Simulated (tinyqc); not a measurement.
Vibrations of a mass or spring defect in a linear chain. Changing the spring ratio k'/k at the defect. Computed by tinyqc, a small Python program. Command: `OMP_NUM_THREADS=1 python tinyqc.py 3007309 3007310 out.jsonl localmode sweep`. One thread of a shared host (Intel(R) Xeon(R) Processor @ 2.30GHz), about 0.03 s of CPU time with the checks.

A ring of N atoms with nearest-neighbour springs k and motion along the chain. Atom 1 is the defect, of mass M', and its two springs are k'. All other atoms have the mass M.

Inputs (values chosen for the exercise, for a model chain): spring constant k = 2.48 eV/angstrom^2; host mass M = 96.3 u; defect mass M' = 22.7 u.

Host: monatomic.

Constants: nu for 1 eV/(angstrom^2 u) = 15.6333042 THz.

Method:
- Host band: lambda from 0 to 4k/M.
- nu = 15.6333042 THz x sqrt(lambda), lambda in eV/(angstrom^2 u).
- D_ii = (sum of the two springs at i)/M_i, D_ij = -k_ij/sqrt(M_i M_j) for neighbours, closed into a ring.
- The same matrix for 120 atoms; amplitudes are the mass-weighted eigenvector, in size, relative to the defect, for the highest mode; its weight is the squared component of the normalised eigenvector on the defect.

One run for each value; columns: (1) spring ratio k'/k at the defect; (2) ratio to the top of the host band; (3) weight of the highest mode on the defect; (4) highest frequency, long ring (THz):
```
(1)     (2)         (3)     (4)
0.3  0.9999  6.0234e-06   5.017
0.6  1.2102  8.2695e-01   6.072
0.9  1.4726  8.6165e-01   7.389
1.2  1.6963  8.7267e-01   8.511
1.5  1.8940  8.7813e-01   9.503
1.8  2.0731  8.8141e-01  10.402
2.1  2.2380  8.8359e-01  11.229
2.4  2.3916  8.8515e-01  12.000
```

Over the rows, ratio to the top of the host band rises from 1.000 to 2.39 (exponent d ln y / d ln x 0.28 between the first rows and 0.50 between the last); weight of the highest mode on the defect rises from 6.02e-6 to 0.885 (exponent d ln y / d ln x 17 between the first rows and 0.013 between the last); highest frequency, long ring (THz) rises from 5.02 to 12.0 (exponent d ln y / d ln x 0.28 between the first rows and 0.50 between the last). A mode above the band (ratio over 1.0005) appears from k'/k = 0.60 on among these rows; stiffer springs raise its frequency further.

Extremes, crossings and ranges named in words are read from the listed rows.
